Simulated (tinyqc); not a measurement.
MOSFET in the linear regime without short-channel effects, parameter extraction from computed curves: two steps of the calculation.

Inversion charge Q = Cox n Vt W0(exp((Vg - VT)/(n Vt))), W0 the Lambert function and n = nf; u = Q/Cox; mobility mu = mu0/(1 + th1 u + th2 u^2); channel resistance Rch = (L - dL)/(W mu Q); Id = Vd/(Rch + Rsd/W). Cox = eps0 eox/tox. Small Vd, no channel-length or drain effects.

Parameters, values chosen for the exercise; channel values of the order met in silicon transistors: relative permittivity of the gate insulator (close to aluminium oxide) eox = 9.13; insulator thickness tox = 3.3 nm; low-field mobility mu0 = 280 cm^2/(V s); second mobility attenuation factor th2 = 0.11 1/V^2; threshold voltage VT = 0.32 V; gate width W = 10 um; drawn gate length L = 0.049 um; drawn less effective length dL = 0.016 um; drain voltage Vd = 0.025 V.

Constants: eps0 = 8.8541878128e-14 F/cm where lengths are in cm. Results are converted to the units shown.

Task 1. Threshold and mobility at the peak transconductance. gm_i = (Id_(i+1) - Id_(i-1))/(Vg_(i+1) - Vg_(i-1)); at the point j of largest gm the tangent meets the axis at V_ext = Vg_j - Id_j/gm_j; field-effect mobility gm_j L/(W Cox Vd) with the drawn L.

| point | Vg (V) | Id (uA) |
|---|---|---|
| 0 | 0.08 | 0.029281835 |
| 1 | 0.2 | 2.0404055 |
| 2 | 0.32 | 80.209775 |
| 3 | 0.44 | 382.34326 |
| 4 | 0.56 | 685.08423 |
| 5 | 0.68 | 920.82556 |
| 6 | 0.8 | 1100.2530 |
| 7 | 0.92 | 1238.3464 |
| 8 | 1.04 | 1346.3578 |
| 9 | 1.16 | 1432.1383 |

Give: gm; j; V_ext; field-effect mobility.

Result 1.

| point | gm (uS) |
|---|---|
| 1 | 334.1 |
| 2 | 1585 |
| 3 | 2520 |
| 4 | 2244 |
| 5 | 1730 |
| 6 | 1323 |
| 7 | 1025 |
| 8 | 807.5 |

j = 3
V_ext = 0.2883 V
field-effect mobility = 201.7 cm^2/(V s)

V_ext is 32 mV below the model VT, and the mobility so found is 51 % below mu0 L/(L - dL) = 416 cm^2/(V s), the value for the drawn L; attenuation, series resistance and the slow approach of Q to a straight line all lower the peak gm.

Task 2. The Y function. Y_i = Id_i/sqrt(gm_i). For Id = beta Vd x/(1 + th x), x = Vg - VT, Y = sqrt(beta Vd) x whatever th. Slope s from points 5 and 8; VT_Y = Vg - Y/s at point 8; beta = s^2/Vd; mobility beta L/(W Cox) with the drawn L; th* = (beta Vd x/Id - 1)/x at point 8.

| point | Vg (V) | Id (uA) |
|---|---|---|
| 0 | 0.08 | 0.029281835 |
| 1 | 0.2 | 2.0404055 |
| 2 | 0.32 | 80.209775 |
| 3 | 0.44 | 382.34326 |
| 4 | 0.56 | 685.08423 |
| 5 | 0.68 | 920.82556 |
| 6 | 0.8 | 1100.2530 |
| 7 | 0.92 | 1238.3464 |
| 8 | 1.04 | 1346.3578 |
| 9 | 1.16 | 1432.1383 |

| point | gm (uS) |
|---|---|
| 1 | 334.08539 |
| 2 | 1584.5952 |
| 3 | 2520.3102 |
| 4 | 2243.6762 |
| 5 | 1729.8700 |
| 6 | 1323.0036 |
| 7 | 1025.4367 |
| 8 | 807.46614 |

Find: Y; s; VT_Y; beta; mobility from Y; th*.

Result 2.

| point | Y (uA^0.5 V^0.5) |
|---|---|
| 1 | 0.1116 |
| 2 | 2.015 |
| 3 | 7.616 |
| 4 | 14.46 |
| 5 | 22.14 |
| 6 | 30.25 |
| 7 | 38.67 |
| 8 | 47.38 |

s = 70.11 uA^0.5 V^-0.5
VT_Y = 0.3642 V
beta = 1.966e5 uA/V^2
mobility from Y = 393.3 cm^2/(V s)
th* = 2.171 1/V

The mobility from Y is 5.4 % below mu0 L/(L - dL) = 416 cm^2/(V s), which it should reach in deep inversion when th2 = 0.

Program tinyqc, `OMP_NUM_THREADS=1 python tinyqc.py 2210147 2210148 out.jsonl`; Intel Xeon 2.30GHz, shared host, one thread, about 0.01 s.
